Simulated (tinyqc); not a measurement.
From exact B0 back to true volume V_0: equation-of-state fits to an energy-volume table made by a known binding curve. Computed by tinyqc, a small Python program. Command: `OMP_NUM_THREADS=1 python tinyqc.py 3022931 3022932 out.jsonl eosfit inv`. One thread of a shared host (Intel(R) Xeon(R) Processor @ 2.30GHz), about 0.04 s of CPU time with the checks.

With x = (V/V_0)^(1/3), the energy per atom is E = D [exp(-2 eta (x - 1)) - 2 exp(-eta (x - 1))], so that B0 = 2 D eta^2/(9 V_0) and B' = 1 + eta. B' = dB/dP at P = 0.

Inputs (values chosen for the exercise, for a model crystal): cohesive energy D = 2.05 eV/atom; stiffness eta = 3.99; compression V/V_0 for the pressure test = 0.9.

Binding curve: Morse. Noise: added.

Constants: 1 eV/angstrom^3 = 160.2176634 GPa.

Method. B0 and B' from the formulas above; P = -dE/dV at V = c V_0 (c the compression chosen), from the curve itself.

Problem. A run gave the result below. Find the true volume V_0, known to lie between 25 and 43 angstrom^3/atom.

exact B0 = 36.22123 GPa

Solution.

Each step takes the trial c = (a f_b - b f_a)/(f_b - f_a), f being the result less the target and a, b, c the logarithms of the listed values; c replaces end b, the old b replaces a if the sign of f changed, and otherwise f_a is halved.

Scan of the range:

| true volume V_0 (angstrom^3/atom) | exact B0 (GPa) |
|---|---|
| 25.0 | 46.4791 |
| 27.4 | 42.4079 |
| 30.0 | 38.7326 |
| 32.8 | 35.4261 |
| 35.9 | 32.3670 |
| 39.3 | 29.5668 |
| 43.0 | 27.0227 |

False position (Illinois rule, in the logarithm of the input) inside the bracket:

| step | end a | end b | trial | exact B0 (GPa) |
|---|---|---|---|---|
| 1 | 30.0000 | 32.8000 | 32.1037 | 36.1945 |
| 2 | 30.0000 | 32.1037 | 32.0584 | 36.2457 |
| 3 | 32.1037 | 32.0584 | 32.0800 | 36.2212 |
| 4 | 32.0584 | 32.0800 | 32.0800 | 36.2212 |

Exact B0 falls at every point of a 13-point scan of the range (every second point is shown), so one value fits; it is bracketed by 30.0 and 32.8. The scan shows a pure power law with exponent -1.0000, so scaling from any one row also gives the answer directly. Answer: true volume V_0 = 32.08 angstrom^3/atom.
